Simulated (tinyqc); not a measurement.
# n-type polysilicon, carrier trapping at grain boundaries, step by step

Computed by the program tinyqc: `OMP_NUM_THREADS=1 python tinyqc.py 2830314 2830315 out.jsonl`, one thread of a shared Intel Xeon 2.30GHz, about 0.01 s for the whole run. Printed values are rounded.

One-dimensional grains of size Lg, uniform ionised doping N, monovalent traps Qt at each boundary at a depth Et below (for electrons) or above (for holes) the band edge there, abrupt depletion of width W on each side of a boundary, Boltzmann statistics. xi is the distance from the band edge at the grain centre to the Fermi level. Trapped charge Qt/(1 + exp((xi + VB - Et)/Vt)) = 2 N W, barrier VB = q N W^2/(2 eps0 eps_r).

Values chosen for this exercise; values of the order met in polycrystalline silicon:
- T = 350 K (temperature)
- eps_r = 11.7 (relative permittivity)
- NB = 3.53e19 cm^-3 (conduction-band density of states at T)
- Lg = 120 nm (grain size)
- Qt = 4e12 cm^-2 (trap density of a grain boundary)
- Et = 0.37 eV (depth of the trap level from the majority band edge at the boundary)
- ms = 0.3 m0 (mass for thermionic emission)
- fe = 1 (correction factor of the emission rate)
- mug = 110 cm^2/(V s) (mobility inside the grains)
- N = 8e17 cm^-3 (doping)

Constants: q = 1.602176634e-19 C, kB = 1.380649e-23 J/K, m0 = 9.1093837015e-31 kg, Vt = kB T/q, eps0 = 8.8541878128e-14 F/cm where lengths are in cm. Results are converted to the units shown.

## Starting value

W = 20 nm.

W at the start = 20 nm

## Iteration 1: new W

Partly depleted grain, xi = Vt ln(NB/N): f = 1/(1 + exp((xi + VB - Et)/Vt)), g = Qt f - 2 N W, g' = -2 Qt f (1 - f) VB/(W Vt) - 2 N, W(new) = W - g/g'.

VB = 0.2474547 V
f = 0.5685789
g = -9.256845e11 cm^-2
g' = -9.650206e11 cm^-2/nm
W after iteration 1 = 19.04076 nm

## Iteration 2: new W

As before.

VB = 0.2242872 V
f = 0.7396584
g = -8.788825e10 cm^-2
g' = -7.616500e11 cm^-2/nm
W after iteration 2 = 18.92537 nm

## Iteration 3: new W

As before.

VB = 0.2215769 V
f = 0.7565863
g = -1.714139e9 cm^-2
g' = -7.319167e11 cm^-2/nm
W after iteration 3 = 18.92303 nm

## Course of the iteration

Stop when the step is below 1e-10 nm, or after 40 iterations.

Course of the iteration:
```
iteration,W before the step (nm),step (nm)
1,20,-0.959
2,19.04076,-0.115
3,18.92537,-2.34e-3
4,18.92303,-9.68e-7
5,18.92303,-1.67e-13
```

Converged in 5 iterations.

## Depletion width, Fermi level and barrier

If the trap equation with xi = Vt ln(NB/N) has a root W < Lg/2, the grain is partly depleted; otherwise W = Lg/2 and the trap equation gives xi = Et - VB + Vt ln(Qt/(N Lg) - 1). N* = Qt/Lg.

N* = 3.333333e17 cm^-3
W = 18.92303 nm
xi = 0.1142192 V
VB = 0.2215221 V
share of traps filled = 0.7569211

N is 2.40 N*, and the grain is partly depleted; VB = 7.34 Vt.

## Resistivity and effective mobility

n0 = NB exp(-xi/Vt); mean density n0 (1 - 2 W/Lg) by charge balance in a partly depleted grain, and n0 (sqrt(pi)/2) erf(u)/u with u = sqrt(VB/Vt) in a fully depleted one; v = sqrt(kB T/(2 pi ms m0)); barrier resistivity Vt exp(VB/Vt)/(q fe n0 v Lg); grain resistivity (1 - 2 W/Lg)/(q n0 mug); effective mobility 1/(q mean density total resistivity).

n0 = 8e17 cm^-3
mean density = 5.476930e17 cm^-3
v = 5.304942e6 cm/s
barrier resistivity = 5.722110 ohm cm
grain resistivity = 0.04855725 ohm cm
resistivity = 5.770667 ohm cm
effective mobility = 1.974815 cm^2/(V s)

The resistivity is 81.4 times that of a single crystal with the same N and mobility mug, and the mean density is 68.5 % of N.
